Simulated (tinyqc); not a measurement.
From one set of inputs to another, one input at a time: self-heating of a transistor with one or more fingers, with temperature-dependent conductivity. Computed by tinyqc, a small Python program. Command: `OMP_NUM_THREADS=1 python tinyqc.py 3002787 3002788 out.jsonl selfheat ladder`. One thread of a shared host (Intel(R) Xeon(R) Processor @ 2.30GHz), about 0.1 s of CPU time with the checks.

N long parallel fingers lie on the top face of a slab whose bottom is held at T_0; the top is otherwise insulated, and heat flows in two dimensions. P in W/mm is 1000 P in W/m.

The inputs printed are set A. Set A is modelled on indium phosphide; the values taken over come from a set modelled on sapphire. Inputs not listed in the table keep their values of set A, so the rows need not describe a real material.

Inputs (values chosen for the exercise, modelled on indium phosphide):
```
quantity                                      value           unit
conductivity at the base temperature kappa_0   63.4        W/(m K)
exponent m in kappa ~ T^-m                     1.35              -
base temperature T_0                            323              K
power per gate width P                         0.51           W/mm
fingers N                                         3              -
finger pitch s                                  9.8     micrometre
width of the heat source w                     0.52     micrometre
substrate thickness t                           180     micrometre
phonon free path Lambda                          98             nm
heat capacity C                                1.48  1e6 J/(m^3 K)
pulse length                                   0.21    microsecond
power coefficient beta                          0.8         1e-3/K
```

Power: power rises with temperature.

Method:
- A line source of power P on the top face raises the top at distance x by (P/(pi kappa_0)) g(x), g(x) = -ln tanh(pi x/(4 t)) (the image sum for the slab). On a strip of width w the centre sees the mean of g over the strip, g_0 = 1 + ln(8 t/(pi w)) for w much below t.
- theta_i = (P/(pi kappa_0)) [g_0 + sum over j != i of g(|i - j| s)], with equal powers and constant conductivity; thermal resistance = largest theta/P.
- Near a source smaller than the free path, Fourier's law overstates the flow. Rough estimate: a strip that emits phonons into a half space adds a resistance times area of 4 Lambda/(3 kappa_0), from the ballistic flux C v Delta T/4 with kappa_0 = C v Lambda/3, so Delta T_b = 4 Lambda P/(3 kappa_0 w); Knudsen number Lambda/w.
- Kirchhoff transformation for kappa = kappa_0 (T/T_0)^-m: T = T_0 [1 - (m - 1) theta/T_0]^(-1/(m - 1)), where theta is the linear rise.
- The power follows P [1 + beta (T - T_0)] with T the peak temperature, for all fingers alike. Start at T_0 and repeat; stop when T changes by less than 1e-6 K, after 50 steps, or when the bracket falls below 0.05.
- After switching on, theta(tau) = (P D/kappa_0) int_0^tau X(u) Z(u) du at the hottest finger, D = kappa_0/C; X = sum over fingers at distance x of [erf((x + w/2)/r) - erf((x - w/2)/r)]/(2 w), Z = sum_(j=-200..200) (-1)^j exp(-(2 j t/r)^2)/sqrt(pi D u), r = 2 sqrt(D u); trapezoid rule on 300 points evenly spaced in ln u from u_0 = 1e-3 min(tau, w^2/D) to tau, plus the exact piece 2 sqrt(u_0/(pi D))/w below u_0. Conductivity and power are held at their base values here, and Fourier's law is used even where the diffusion length is near a phonon free path.

Each row keeps all changes above it:
```
input moved                                             from    to  peak temperature with feedback (K)  ballistic rise Delta T_b (K)  linear rise after the pulse (K)
set A                                                      -     -                              363.33                        2.0214                           9.9103
conductivity at the base temperature kappa_0 (W/(m K))  63.4  33.3                              409.32                        3.8485                          17.2070
exponent m in kappa ~ T^-m                              1.35   1.1                              406.28                        3.8485                          17.2070
phonon free path Lambda (nm)                              98    21                              406.28                        0.8247                          17.2070
finger pitch s (micrometre)                              9.8    12                              403.39                        0.8247                          17.2020
heat capacity C (1e6 J/(m^3 K))                         1.48  3.14                              403.39                        0.8247                          15.3720
pulse length (microsecond)                              0.21     1                              403.39                        0.8247                          19.2100
width of the heat source w (micrometre)                 0.52  0.36                              406.02                        1.1912                          21.0020
```

Peak temperature with feedback goes from 363 to 406, a factor 1.12 in all. The largest single move comes from conductivity at the base temperature kappa_0 (a factor 1.13). Ballistic rise Delta T_b goes from 2.02 to 1.19, a factor 0.589 in all. The largest single move comes from phonon free path Lambda (a factor 0.214), and conductivity at the base temperature kappa_0 works against it (a factor 1.90). Linear rise after the pulse goes from 9.91 to 21.0, a factor 2.12 in all. The largest single move comes from conductivity at the base temperature kappa_0 (a factor 1.74), and heat capacity C works against it (a factor 0.894). The single moves hold for this order of the switches; the total does not depend on the order.

Extremes, crossings and ranges named in words are read from the listed rows.
